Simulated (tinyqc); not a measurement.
FinFET, parasitic resistance, capacitance and delay: two steps of the calculation.

Nf fins under one contact; each has gated perimeter p = 2 Hf + Wf and cross-section A = Hf Wf; contact width Wc = Nf pf, stack height Hs = Hf. Contact length Lc = CPP - Lg - 2 Lsp, shared by two neighbouring gates. Source and drain sides are equal. The formulas are first-order estimates, not field solutions.

Parameters, values chosen for the exercise; values close to those of silicon logic devices:
```
symbol,value,unit,meaning
T,300,K,temperature
Nf,2,,number of fins
Hf,35,nm,fin height
Wf,6,nm,fin width
pf,30,nm,fin pitch
CPP,51,nm,contacted gate pitch
Lg,14,nm,gate length
Lsp,8,nm,spacer length
rc,1.1e-9,ohm cm^2,contact resistivity
re,0.00028,ohm cm,resistivity of the source-drain epitaxy
te,15,nm,current-carrying depth of the epitaxy
rx,0.00064,ohm cm,resistivity of the extension
Cinv,2.9,uF/cm^2,inversion capacitance
vx,9.3e6,cm/s,injection velocity
mu,130,cm^2/(V s),apparent mobility
VT,0.3,V,threshold at zero drain voltage
dl,0.068,V/V,barrier lowering
n,1.11,,subthreshold factor
Vdd,0.6,V,supply voltage
```

Constants: q = 1.602176634e-19 C, kB = 1.380649e-23 J/K, Vt = kB T/q. Results are converted to the units shown.

Question 1. Geometry and resistances. Epitaxy sheet resistance Rsh = re/te, transfer length LT = sqrt(rc/Rsh), contact Rc = [sqrt(rc Rsh)/Wc] coth(Lc/(2 LT)); extension of one fin Rx = rx Lsp/A. Effective width N p; for equal currents one side has Rc + Rx/N.

Wanted: Lc; effective width; Rsh; LT; Rc; Rx; one side times effective width.

Answer 1.

Lc = 21.000 nm
effective width = 152.00 nm
Rsh = 186.67 ohm
LT = 24.275 nm
Rc = 185.36 ohm
Rx = 243.81 ohm
one side times effective width = 46.704 ohm um

Question 2. Fin currents at Vgs = Vdd, Vds = Vdd/2. One fin: I = p Q vx u/(1 + |u|^1.8)^(1/1.8), Q = Cinv n Vt ln(1 + exp((Vg' - VT + dl Vd')/(n Vt))), u = Vd' mu/(vx Lg), Vg' = Vgs - v, Vd' = Vds - 2 v, with the drop on each side v = Rc (sum of I) + Rx I. I(new) = I(out).

I at the start (uA): fin 1 0, fin 2 0
Rc = 185.35862 ohm
Rx = 243.80952 ohm

Give: drop v; I(out); I after iteration 1.

Answer 2.

drop v (mV): fin 1 0, fin 2 0
I(out) (uA): fin 1 61.098, fin 2 61.098
I after iteration 1 (uA): fin 1 61.098, fin 2 61.098

Program tinyqc, `OMP_NUM_THREADS=1 python tinyqc.py 2170033 2170034 out.jsonl`; Intel Xeon 2.30GHz, shared host, one thread, about 0.02 s.
